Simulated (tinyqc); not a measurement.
Inside a calculation. Model: resistance of a tapered via with liner, size effect and interface.

Computed by the program tinyqc: `OMP_NUM_THREADS=1 python tinyqc.py 2750184 2750185 out.jsonl`, one thread of a shared Intel Xeon 2.30GHz, about 0.01 s for the whole run. Printed values are rounded.

A round via whose diameter grows from db at the bottom as D(z) = db + 2 z/tan(ang). The fill, of diameter D - 2 tl, starts above the bottom liner (thickness fb tl) and has rho = rho0 (1 + ks lam/(D - 2 tl)); the sidewall liner conducts in parallel with it. The bottom liner and the interface are crossed over the full area pi db^2/4. Spreading in the lines above and below is left out.

Values chosen for this exercise; fill metal close to copper: diameter at the bottom db = 37 nm; height hv = 83 nm; sidewall angle ang = 89 degrees; bulk resistivity of the fill rho0 = 1.71 uohm cm; mean free path of the fill lam = 40.9 nm; size-effect factor ks = 1.6; liner on the sidewall tl = 2.5 nm; liner at the bottom over that on the sidewall fb = 0.5; resistivity of the liner rl = 220 uohm cm; interface resistivity at the bottom ri = 1e-12 ohm cm^2; ballistic conductance per area, about 3/(4 rho0 lam) Sb = 1.1e15 S/m^2.

## Slices of the via

Slices between z0 = fb tl and hv, evaluated at their midpoints: conductance per length pi/4 [(D - 2 tl)^2/rho + (D^2 - (D - 2 tl)^2)/rl], slice resistance = slice height over that. 6 slices.

z, slice 0 to 5 (nm): [8.06250, 21.6875, 35.3125, 48.9375, 62.5625, 76.1875]
D, slice 0 to 5 (nm): [37.2815, 37.7571, 38.2328, 38.7084, 39.1841, 39.6597]
rho, slice 0 to 5 (uohm cm): [5.17646, 5.12613, 5.07723, 5.02972, 4.98353, 4.93860]
slice resistance, slice 0 to 5 (ohm): [0.855019, 0.822455, 0.791607, 0.762362, 0.734613, 0.708264]

## Total resistance

R_fill = sum of the slices; R_bottom = rl fb tl/(pi db^2/4); R_interface = ri/(pi db^2/4); ballistic (Sharvin) limit 1/(Sb pi (db - 2 tl)^2/4); ideal cylinder rho0 hv/(pi db^2/4).

parts (ohm): fill 4.67432, bottom liner 2.55764, interface 0.0930051
R = 7.32497 ohm
shares (%): fill 63.8136, bottom liner 34.9167, interface 1.2697
ballistic limit = 1.13036 ohm
ideal cylinder = 1.32002 ohm

The fill is the largest part, and R is 5.55 times the ideal cylinder. With 2000 slices R = 7.3254 ohm.
